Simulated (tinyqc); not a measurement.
Electron continuity equation in a given potential, Scharfetter-Gummel discretisation: two steps of the calculation.

Steady state in one dimension: J = q mu n E + q D dn/dx with E = -dpsi/dx and D = mu Vt, dJ/dx = 0, fixed densities nL and nR at the ends. The potential is given, psi = U x/L, and is not changed by the electrons.

Values chosen for this exercise; mobility close to that of indium arsenide at room temperature:
```
symbol,value,unit,meaning
T,400,K,temperature
mu,29600,cm^2/(V s),electron mobility
L,13,um,length of the region
nL,1.6e15,cm^-3,density at x = 0
nR,2.7e15,cm^-3,density at x = L
```

Constants: q = 1.602176634e-19 C, kB = 1.380649e-23 J/K, Vt = kB T/q. Results are converted to the units shown.

Problem 1. Bernoulli factors. d_i = (psi_(i+1) - psi_i)/Vt; B(d) = d/(exp(d) - 1), B(0) = 1. The flux on interval i is J_i = (q D/h) [n_(i+1) B(d_i) - n_i B(-d_i)].

psi, node 0 to 10 (V): [0.00000000, -0.01000000, -0.02000000, -0.03000000, -0.04000000, -0.05000000, -0.06000000, -0.07000000, -0.08000000, -0.09000000, -0.10000000]

Give: d_i; B(d_i); B(-d_i).

Solution 1.

```
interval      d_i  B(d_i)  B(-d_i)
0         -0.2901   1.152   0.8619
1         -0.2901   1.152   0.8619
2         -0.2901   1.152   0.8619
3         -0.2901   1.152   0.8619
4         -0.2901   1.152   0.8619
5         -0.2901   1.152   0.8619
6         -0.2901   1.152   0.8619
7         -0.2901   1.152   0.8619
8         -0.2901   1.152   0.8619
9         -0.2901   1.152   0.8619
```

The largest |d_i| is 0.290, below 2, so central differences would also keep densities positive.

Problem 2. Tridiagonal system for the inner nodes. Row i (1 to 9): B(-d_(i-1)) n_(i-1) + b_i n_i + B(d_i) n_(i+1) = f_i with b_i = -B(-d_i) - B(d_(i-1)) and f_i = 0; the known end values are moved to the right: f_1 loses B(-d_0) nL and f_9 loses B(d_9) nR. h = L/10, D = mu Vt.

```
interval     B(d_i)     B(-d_i)
0         1.1520605  0.86194750
1         1.1520605  0.86194750
2         1.1520605  0.86194750
3         1.1520605  0.86194750
4         1.1520605  0.86194750
5         1.1520605  0.86194750
6         1.1520605  0.86194750
7         1.1520605  0.86194750
8         1.1520605  0.86194750
9         1.1520605  0.86194750
```

Give: diagonal b; right side f.

Solution 2.

```
node  diagonal b  right side f (cm^-3)
1         -2.014             -1.379e15
2         -2.014                     0
3         -2.014                     0
4         -2.014                     0
5         -2.014                     0
6         -2.014                     0
7         -2.014                     0
8         -2.014                     0
9         -2.014             -3.111e15
```

Program tinyqc, `OMP_NUM_THREADS=1 python tinyqc.py 2220146 2220147 out.jsonl`; Intel Xeon 2.30GHz, shared host, one thread, about 0.01 s.
